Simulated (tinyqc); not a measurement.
# Changing the electron mass m

Model: hydrogenic impurity: series, fields, screening, photoionisation and donor-acceptor pairs. Computed by tinyqc, a small Python program. Command: `OMP_NUM_THREADS=1 python tinyqc.py 3002279 3002280 out.jsonl hydrogenic sweep`. One thread of a shared host (Intel(R) Xeon(R) Processor @ 2.30GHz), about 0.01 s of CPU time with the checks.

One isotropic, parabolic band. Effective units: Ry* and a*, in which H = -nabla^2 - 2/r.

Inputs (values chosen for the exercise, modelled on InAs): dielectric constant eps = 15.8; donor density N = 1.9e+13 cm^-3.

Parts treated: electric field and pairs.

Constants: Ry = 13.605693123 eV; a_0 = 0.529177210903 angstrom; h x 1 THz = 4.135667696 meV.

Method. Ry* = Ry m/eps^2, a* = a_0 eps/m; level n is bound by Ry*/n^2; <r> = (3/2) a* in 1s; lines 1s -> np at Ry* (1 - 1/n^2); 1 THz = 4.135667696 meV. Wigner-Seitz radius r_s = (3/(4 pi N))^(1/3); Mott criterion N_c^(1/3) a* = 0.26; overlap of two 1s orbitals at distance d: S = exp(-x)(1 + x + x^2/3), x = d/a*, with d = N^(-1/3).

One run for each value:

| electron mass m (m_0) | Ry* (meV) | a* (angstrom) | Mott density (cm^-3) | overlap S |
|---|---|---|---|---|
| 0.0066 | 0.360 | 1267 | 8.645e+12 | 3.569e-01 |
| 0.0099 | 0.540 | 845 | 2.918e+13 | 1.419e-01 |
| 0.0150 | 0.818 | 557 | 1.015e+14 | 2.741e-02 |
| 0.0220 | 1.199 | 380 | 3.202e+14 | 2.258e-03 |
| 0.0320 | 1.744 | 261 | 9.854e+14 | 4.952e-05 |
| 0.0720 | 3.924 | 116 | 1.122e+16 | 3.671e-12 |
| 0.1100 | 5.995 | 76 | 4.002e+16 | 3.329e-19 |

Give the missing row, electron mass m (m_0) = 0.0480.

Computed row:
```
electron mass m (m_0)  Ry* (meV)  a* (angstrom)  Mott density (cm^-3)  overlap S
0.0480                     2.616            174             3.326e+15  8.014e-08
```

Interpolating between the two neighbouring rows (the first column on a logarithmic scale, the others too where they are positive) misses most in overlap S, by 83 %. Over the rows, Ry* (meV) rises from 0.360 to 6.00 (exponent d ln y / d ln x about 1.00 throughout); a* (angstrom) falls from 1270 to 76.0 (exponent d ln y / d ln x about -1.0 throughout); Mott density (cm^-3) rises from 8.65e12 to 4.00e16 (exponent d ln y / d ln x about 3.0 throughout). The exponent of Ry* stays at 1: Ry* = Ry m/eps^2. The exponent of Mott density stays at 3: the Mott density goes as a*^-3.

Caution (rows 0.00660): N lies above the Mott density, where the levels of isolated donors have no meaning.
